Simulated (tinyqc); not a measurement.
What moves the results: deformation-potential model of the Delta valleys of a conduction band. A value that a table varies takes the place of the one given here.

Valleys with axes along x, y and z, each a pair at +k and -k. Herring-Vogt shift of a valley with unit axis a: dE = Xd tr(e) + Xu a.e.a. Non-degenerate shares n_i = exp(-dE_i/kT)/sum_j exp(-dE_j/kT). Inverse mass tensor of a valley: (1 - a a)/mt + a a/ml; the masses are taken as independent of strain.

s11 = (C11 + C12)/((C11 - C12)(C11 + 2 C12)), s12 = -C12/((C11 - C12)(C11 + 2 C12)), s44 = 1/C44; exx = s11 sxx + s12 (syy + szz) and cyclic, exy = s44 sxy/2; tension is positive. A uniaxial stress X along the unit vector n is s_ij = X n_i n_j.

Constants: kB = 8.617333262e-05 eV/K.

Values chosen for the exercise (near those of Si; not measured data):
```
symbol  value           unit  meaning
ml      0.882           m0    longitudinal mass
mt      0.197           m0    transverse mass
Xd      1.06            eV    dilation potential
Xu      8.99            eV    uniaxial potential
C11     167.3           GPa
C12     65.7            GPa
C44     80.7            GPa
load    uniaxial [110]        kind of stress
T       300             K     temperature
X1      0.4             GPa   size of the stress
X       -0.97           GPa   stress
```

## Sweep of a uniaxial [110] stress

m_c = 1/(u.M.u) along [110] with M = sum_i n_i (inverse mass tensor); gain against zero stress at a fixed scattering time.

Results:
```
X (GPa)  spread (meV)  lowest edge (meV)    n x    n y    n z  m_c (m0)  gain (%)
-2.00            88.5              -56.7  0.492  0.492  0.016    0.3188     -16.6
-1.00            44.2              -28.3  0.459  0.459  0.083    0.3060     -13.1
-0.40            17.7              -11.3  0.399  0.399  0.201    0.2856      -6.9
0.00              0.0                0.0  0.333  0.333  0.333    0.2658       0.0
0.40             17.7               -6.4  0.251  0.251  0.498    0.2447       8.6
1.00             44.2              -15.9  0.133  0.133  0.735    0.2196      21.0
2.00             88.5              -31.8  0.031  0.031  0.939    0.2018      31.7
```

Along [110] the gain is -16.6 % at -2.00 GPa and +31.7 % at 2.00 GPa. The slope at zero stress (from +/- 0.001 GPa), +19.9 % per GPa, carried to the ends would give -40 and +40 %; the response falls behind at both ends, as it saturates once the spread passes a few kT (kT = 25.9 meV, spread up to 88 meV).

## Gain for each load and current direction

Each load has the size X1. Gain m_c(0)/m_c - 1 in per cent from repopulation alone, m_c = 1/(u.M.u), M = sum_i n_i (inverse mass tensor); biaxial means sxx = syy.

Gain (%); + is tension, - compression:
```
load                [100]  [010]  [001]  [110]  [1-10]  [111]
uniaxial [110] (+)    8.6    8.6  -17.2    8.6     8.6    0.0
uniaxial [110] (-)   -6.9   -6.9   13.8   -6.9    -6.9    0.0
uniaxial [100] (+)   23.1  -11.6  -11.6    5.8     5.8    0.0
uniaxial [100] (-)  -34.5   17.3   17.3   -8.6    -8.6    0.0
uniaxial [111] (+)    0.0    0.0    0.0    0.0     0.0    0.0
uniaxial [111] (-)    0.0    0.0    0.0    0.0     0.0    0.0
biaxial (001) (+)    17.3   17.3  -34.5   17.3    17.3    0.0
biaxial (001) (-)   -11.6  -11.6   23.1  -11.6   -11.6    0.0
```

The largest gain is +23.1 %, for uniaxial [100] (+) with the current along [100] and biaxial (001) (-) with the current along [001]; for a [110] channel it is +17.3 %, under biaxial (001) (+). No gain or loss appears under uniaxial [111]: the valleys stay equivalent (in real silicon shear also changes the masses, which this model leaves out).

## Temperature and repopulation

The load is fixed; m_c along [110] as 1/(u.M.u).

Results:
```
T (K)  kT (meV)    n x    n y    n z  m_c (m0)
50         4.31  0.500  0.500  0.000    0.3221
77         6.64  0.500  0.500  0.001    0.3219
150       12.93  0.491  0.491  0.018    0.3185
225       19.39  0.474  0.474  0.052    0.3118
300       25.85  0.457  0.457  0.087    0.3052
400       34.47  0.437  0.437  0.126    0.2982
500       43.09  0.422  0.422  0.156    0.2931
```

The largest share falls from 0.500 at 50 K to 0.422 at 500 K (equal shares: 0.333); m_c goes from 0.3221 to 0.2931, against 0.2658 without stress. Only spread/kT enters, so the small-stress response goes as 1/T.

## What each parameter does

Spread of the valley edges, lowest edge, largest share and m_c along [110]. Each row changes one parameter from the base and keeps the others.

Results:
```
case              spread (meV)  lowest edge (meV)  largest share  m_c (m0)
base                     42.91             -27.48         0.4566    0.3052
ml = 0.706 m0            42.91             -27.48         0.4566    0.2937
mt = 0.236 m0            42.91             -27.48         0.4566    0.3546
Xd = 1.272 eV            42.91             -28.17         0.4566    0.3052
Xu = 10.788 eV           51.50             -32.29         0.4681    0.3095
C11 = 200.76 GPa         32.28             -22.61         0.4373    0.2983
C12 = 78.84 GPa          49.29             -28.54         0.4654    0.3085
C44 = 96.84 GPa          42.91             -27.48         0.4566    0.3052
X = -0.776 GPa           34.33             -21.98         0.4415    0.2998
T = 240 K                42.91             -27.48         0.4705    0.3104
```

The largest shifts from the base row, up to three for each result and ties (the steps differ in size, so this ranks the rows, not the parameters). spread (meV): C11 -10.63, X -8.58, Xu +8.58; unchanged at the printed digits by ml, mt, Xd, C44 and T. lowest edge (meV): X +5.50, C11 +4.87, Xu -4.81; unchanged at the printed digits by ml, mt, C44 and T. largest share: C11 -0.0193, X -0.0151, T +0.0139; unchanged at the printed digits by ml, mt, Xd and C44. m_c (m0): mt +0.0493, ml -0.0116, C11 -0.0069; unchanged at the printed digits by Xd and C44. Xd moves all valleys together, so it shifts the edge and nothing else.

tinyqc: `OMP_NUM_THREADS=1 python tinyqc.py 1080621 1080622 out.jsonl`; about 0.04 s, one thread, shared Intel(R) Xeon(R) Processor @ 2.30GHz.
